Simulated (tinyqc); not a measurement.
Monte Carlo simulation of one carrier in a uniform electric field: one step, computed by the program tinyqc.

The force e F acts along +z. Flights end at the constant total rate Gamma; the part of Gamma that the real rates do not fill is self-scattering, which leaves k unchanged. One valley, no impurities and no intervalley scattering.

Question. Flight 2. Kane band: hbar^2 k^2/(2 m) = E (1 + alpha E), speed v = hbar k/(m (1 + 2 alpha E)), states per spin, volume and energy g(E) = m k (1 + 2 alpha E)/(2 pi^2 hbar^2); overlap factors are set to 1. Masses are multiplied by m_0 and all formulas are in SI units. Flight: t = -ln(r1)/Gamma; k_z grows by e F t/hbar; E follows from the band; dz = (E_end - E_start)/(e F). Use row 2 of the random numbers.

Inputs (values chosen for the exercise, for a model polar semiconductor):
```
quantity                value   unit
effective mass m        0.064    m_0
non-parabolicity alpha   0.83   1/eV
lattice temperature T     300      K
electric field F            1  kV/cm
```

Crystal: polar. Band: Kane.

k after event 1, the start of the next flight (1/nm): 0.1000000  -0.2000000  -0.2398035

Random numbers (0.02 to 0.98, from up to 60 sets tried for early real events), one row a flight:
```
       r1      r2      r3      r4
1  0.9396  0.0454  0.9755  0.7758
2  0.5734  0.3602  0.7137  0.4471
3  0.9492  0.6659  0.1698  0.6220
4  0.0594  0.7082  0.2719  0.1553
5  0.7884  0.4543  0.4342  0.8287
6  0.7306  0.7243  0.3693  0.3919
7  0.8498  0.3080  0.6431  0.0399
```

Gamma = 48.15710 1e12/s

Constants: e = 1.602176634e-19 C; hbar = 1.054571817e-34 J s; m_0 = 9.1093837015e-31 kg.

Give: flight time t; k at the end of the flight; energy at the end; displacement dz.

Answer.

flight time t = 11.55 fs

k at the end of the flight (1/nm): 0.1000  -0.2000  -0.2380

energy at the end = 60.47 meV

displacement dz = -4.535 nm
